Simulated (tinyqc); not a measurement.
# Inputs raised by 5 %, one at a time

Model: single-domain magnet: Stoner-Wohlfarth switching, Neel-Arrhenius retention, LLG dynamics and spin torque. Computed by tinyqc, a small Python program. Command: `OMP_NUM_THREADS=1 python tinyqc.py 3028693 3028694 out.jsonl macro sens`. One thread of a shared host (Intel(R) Xeon(R) Processor @ 2.30GHz), about 0.03 s of CPU time with the checks.

The moment is uniform, with unit vector m; z is the easy axis. mu_0 = 1.25663706212e-6 T m/A, gamma = 1.76085963023e11 rad/(s T).

Inputs (values chosen for the exercise, for a model magnet):
```
quantity                            value     unit
saturation magnetisation M_s          907     kA/m
diameter d                             18       nm
thickness t                           2.1       nm
interface anisotropy K_i             1.54   mJ/m^2
bulk anisotropy K_u                    52   kJ/m^3
exchange stiffness A                   29     pJ/m
temperature T                         450        K
attempt frequency f0                    2      GHz
field angle psi from the easy axis     55  degrees
reversing field h = H/H_K            0.24        -
waiting time t_w                    0.001        s
damping alpha                       0.012        -
spin-torque efficiency eta           0.56        -
drive I/I_c0                            5        -
```

Shape: thin disc, easy axis normal to it.

Constants: k_B = 1.380649e-23 J/K; e = 1.602176634e-19 C; hbar = 1.054571817e-34 J s.

Method:
- The disc is treated as an oblate spheroid with p = t/d: N_z = [1 - p arccos(p)/sqrt(1 - p^2)]/(1 - p^2); V = pi d^2 t/4; K_eff = K_u + K_i/t + K_shape, K_shape = -(mu_0 M_s^2/4)(3 N_z - 1); mu_0 H_K = 2 K_eff/M_s.
- Delta = K_eff V/(k_B T); tau = exp(Delta)/f0; probability of a flip within t_w: P = 1 - exp(-t_w/tau). Wall width parameter sqrt(A/K_eff); a two-domain state costs 4 sqrt(A K_eff) times the cross-section that the wall cuts (d t).
- Energy over K_eff V: e(theta) = sin^2(theta) + 2 h cos(theta - psi) for m at the angle theta from +z and a field that points at psi from -z (it pulls m away from +z towards negative theta); h_sw = (cos^(2/3) psi + sin^(2/3) psi)^(-3/2).
- The metastable minimum and the saddle are the two roots of e'(theta) = sin(2 theta) - 2 h sin(theta - psi) on either side of theta_c = -arctan(tan^(1/3) psi).
- For axial symmetry and a polariser along z: I_c0 = (4 e alpha/(hbar eta)) K_eff V; relaxation time tau_D = (1 + alpha^2)/(alpha gamma mu_0 H_K); thermal start angle theta_0 = 1/sqrt(2 Delta); switching time about tau_D ln(pi/(2 theta_0))/(I/I_c0 - 1); precession frequency gamma mu_0 H_K/(2 pi (1 + alpha^2)).
- The polar equation dm_z/dt = -(1 - m_z^2)(i - m_z)/tau_D, i = I/I_c0, integrates to t = tau_D [F(cos theta_0) - F(0)], F(z) = -ln(1 - z)/(2 (i - 1)) + ln(1 + z)/(2 (i + 1)) + ln(i - z)/(i^2 - 1), theta_0 = 1/sqrt(2 Delta).

Runs:
```
input moved                         from      to  K_eff (kJ/m^3)  critical current I_c0 (microampere)  time to m_z = 0 (ns)  barrier / (k_B T)
base run                               -       -          391.99                               27.278               0.36219             13.488
thickness t (nm)                     2.1   2.205          362.40                               26.480               0.38957             13.093
interface anisotropy K_i (mJ/m^2)   1.54   1.617          428.66                               29.830               0.33681             14.749
bulk anisotropy K_u (kJ/m^3)          52    54.6          394.59                               27.459               0.36025             13.577
temperature T (K)                    450   472.5          391.99                               27.278               0.35885             12.845
damping alpha                      0.012  0.0126          391.99                               28.642               0.34495             13.488
spin-torque efficiency eta          0.56   0.588          391.99                               25.979               0.36219             13.488
reversing field h = H/H_K           0.24   0.252          391.99                               27.278               0.36219             12.623
```

Exponents ln(y'/y) / ln(x'/x):
```
input                        K_eff  critical current I_c0  time to m_z = 0  barrier / (k_B T)
thickness t                 -1.609                 -0.609            1.493             -0.609
interface anisotropy K_i     1.833                  1.833           -1.489              1.833
bulk anisotropy K_u          0.135                  0.135           -0.110              0.135
temperature T                0.000                  0.000           -0.190             -1.000
damping alpha                0.000                  1.000           -1.000              0.000
spin-torque efficiency eta   0.000                 -1.000            0.000              0.000
reversing field h = H/H_K    0.000                  0.000            0.000             -1.358
```

Which inputs matter most for each result?

Among the inputs moved here: K_eff answers most in size to interface anisotropy K_i (exponent +1.833), next to thickness t (-1.609); its exponent is below 0.0005 for temperature T, damping alpha, spin-torque efficiency eta, reversing field h = H/H_K. critical current I_c0 answers most in size to interface anisotropy K_i (exponent +1.833), next to damping alpha (+1.000); its exponent is below 0.0005 for temperature T, reversing field h = H/H_K. Its exponent +1.000 in damping alpha: the torque must cancel the damping. Its exponent -1.000 in spin-torque efficiency eta: I_c0 goes as 1/eta. time to m_z = 0 answers most in size to thickness t (exponent +1.493), and about equally to interface anisotropy K_i (-1.489); its exponent is below 0.0005 for spin-torque efficiency eta, reversing field h = H/H_K. Its exponent -1.000 in damping alpha: at fixed I/I_c0 the time scale is tau_D. barrier / (k_B T) answers most in size to interface anisotropy K_i (exponent +1.833), next to reversing field h = H/H_K (-1.358); its exponent is below 0.0005 for damping alpha, spin-torque efficiency eta.

Caution (all rows): a flat cylinder has a smaller N_z than the spheroid of the same t/d, so K_eff of a real disc is larger.
